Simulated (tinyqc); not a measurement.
Worked calculation: exchange-only LDA atom on a uniform radial grid, spin-unpolarised, for C(2+). Computed by tinyqc, a small Python program that keeps every step. Settings: Z = 6, points = 256, R = 9.4, functional = Slater exchange alone, mixing = 0.4, iteration cap = 67. Command: `OMP_NUM_THREADS=1 python tinyqc.py 26651 26652 out.jsonl` (the two numbers bound the seeds that draw the settings). One thread of a shared host (Intel(R) Xeon(R) Processor @ 2.60GHz), about 0.7 s of CPU time with the checks. Later iterations appear only in the table of the cycle.

## Iteration 1

Spherical atom on a uniform radial grid r_j = j h with h = R/(N + 1), h sum u^2 = 1 and integrals as h times sums, u(0) = u(R) = 0 (atomic units):
```
parameter           value
Z                       6
points N              256
R                9.400000
h                0.036576
mixing           0.400000
electrons in 1s         2
electrons in 2s         2
```

Three-point differences turn -u''/2 + [l(l+1)/2r^2 - Z/r + V] u = e u into a tridiagonal matrix (diagonal 1/h^2 + potential, off-diagonal -1/2h^2). D = sum f u^2; the Hartree potential y/r solves y'' = -D/r with y(0) = 0, y(R) = N_e; v_xc comes from rho = D/(4 pi r^2); E = sum f e - int D V + int D (V_H/2 + eps_xc); V(new) = V + mixing (V_H + v_xc - V).

eigenvalues (hartree): [-17.78834, -4.48654]

Every 16th grid point:
```
r           V in     u(1s)      u(2s)         D      V_H       v_xc
0.58521  0.00000   0.52181   -0.78820   1.78710  5.57958   -0.73467
1.17043  0.00000   0.03203   -0.91354   1.67115  3.32238   -0.45258
1.75564  0.00000   0.00147   -0.40413   0.32665  2.27274   -0.20044
2.34086  0.00000   0.00006   -0.13194   0.03481  1.70849   -0.07845
2.92607  0.00000  2.32e-06   -0.03694   0.00273  1.36701   -0.02893
3.51128  0.00000  8.53e-08   -0.00942   0.00018  1.13918   -0.01031
4.09650  0.00000  3.05e-09   -0.00226  1.02e-05  0.97644   -0.00359
4.68171  0.00000  1.07e-10   -0.00052  5.35e-07  0.85439   -0.00123
5.26693  0.00000         0   -0.00011  2.62e-08  0.75946   -0.00042
5.85214  0.00000         0  -2.47e-05  1.22e-09  0.68351   -0.00014
6.43735  0.00000         0  -5.20e-06  5.42e-11  0.62137  -4.63e-05
7.02257  0.00000         0  -1.08e-06         0  0.56959  -1.53e-05
7.60778  0.00000         0  -2.20e-07         0  0.52578    0.00000
8.19300  0.00000         0  -4.44e-08         0  0.48822    0.00000
8.77821  0.00000         0  -8.59e-09         0  0.45567    0.00000
9.36342  0.00000         0  -3.22e-10         0  0.42719    0.00000
```

total energy = -34.5335538 hartree

## Iteration 2

As before.

eigenvalues (hartree): [-14.69320, -3.07764]

Every 16th grid point:
```
r           V in     u(1s)      u(2s)         D      V_H       v_xc
0.58521  1.93796   0.56537   -0.64492   1.47113  5.38488   -0.68854
1.17043  1.14792   0.04306   -0.93996   1.77074  3.26492   -0.46140
1.75564  0.82892   0.00254   -0.51987   0.54054  2.26459   -0.23709
2.34086  0.65202   0.00014   -0.21512   0.09256  1.70767   -0.10868
2.92607  0.53523  6.84e-06   -0.07720   0.01192  1.36694   -0.04729
3.51128  0.45155  3.34e-07   -0.02545   0.00130  1.13918   -0.01999
4.09650  0.38914  1.59e-08   -0.00794   0.00013  0.97644   -0.00829
4.68171  0.34126  7.47e-10   -0.00238  1.13e-05  0.85439   -0.00340
5.26693  0.30362  3.46e-11   -0.00069  9.54e-07  0.75946   -0.00138
5.85214  0.27335         0   -0.00020  7.69e-08  0.68351   -0.00055
6.43735  0.24853         0   -0.00005  5.97e-09  0.62137   -0.00022
7.02257  0.22783         0  -1.50e-05  4.49e-10  0.56959   -0.00009
7.60778  0.21031         0  -4.06e-06  3.29e-11  0.52578  -3.51e-05
8.19300  0.19529         0  -1.08e-06         0  0.48822  -1.38e-05
8.77821  0.18227         0  -2.71e-07         0  0.45567    0.00000
9.36342  0.17088         0  -1.17e-08         0  0.42719    0.00000
```

total energy = -35.1199177 hartree

## Convergence

Stop when input and output potentials agree to 1e-7.

Course of the cycle (hartree):
```
iteration            E      e(1s)     e(2s)  largest |V(out) - V(in)|
1          -34.5335538  -17.78834  -4.48654                  1.02e+01
2          -35.1199177  -14.69320  -3.07764                  5.52e+00
3          -35.3293445  -12.99377  -2.32645                  2.96e+00
4          -35.3993789  -12.06687  -1.91956                  1.57e+00
5          -35.4216253  -11.56420  -1.69643                  8.35e-01
6          -35.4284379  -11.29274  -1.57297                  4.42e-01
7          -35.4304750  -11.14655  -1.50423                  2.33e-01
8          -35.4310757  -11.06794  -1.46577                  1.23e-01
9          -35.4312514  -11.02569  -1.44418                  6.54e-02
10         -35.4313027  -11.00299  -1.43202                  3.48e-02
11         -35.4313176  -10.99079  -1.42515                  1.86e-02
...                ...        ...       ...                       ...
23         -35.4313238  -10.97657  -1.41612                  1.59e-05
24         -35.4313238  -10.97657  -1.41611                  9.21e-06
25         -35.4313238  -10.97656  -1.41611                  5.35e-06
26         -35.4313238  -10.97656  -1.41611                  3.11e-06
27         -35.4313238  -10.97656  -1.41611                  1.81e-06
28         -35.4313238  -10.97656  -1.41610                  1.06e-06
29         -35.4313238  -10.97656  -1.41610                  6.17e-07
30         -35.4313238  -10.97656  -1.41610                  3.61e-07
31         -35.4313238  -10.97656  -1.41610                  2.11e-07
32         -35.4313238  -10.97656  -1.41610                  1.24e-07
33         -35.4313238  -10.97656  -1.41610                  7.27e-08
```

Converged in 33 iterations. A uniform grid resolves the cusp poorly: for a bare nucleus this grid gives 1s at -17.78834 against -Z^2/2 = -18 hartree. Before convergence this energy mixes input and output and is not variational, so it may rise towards its limit.
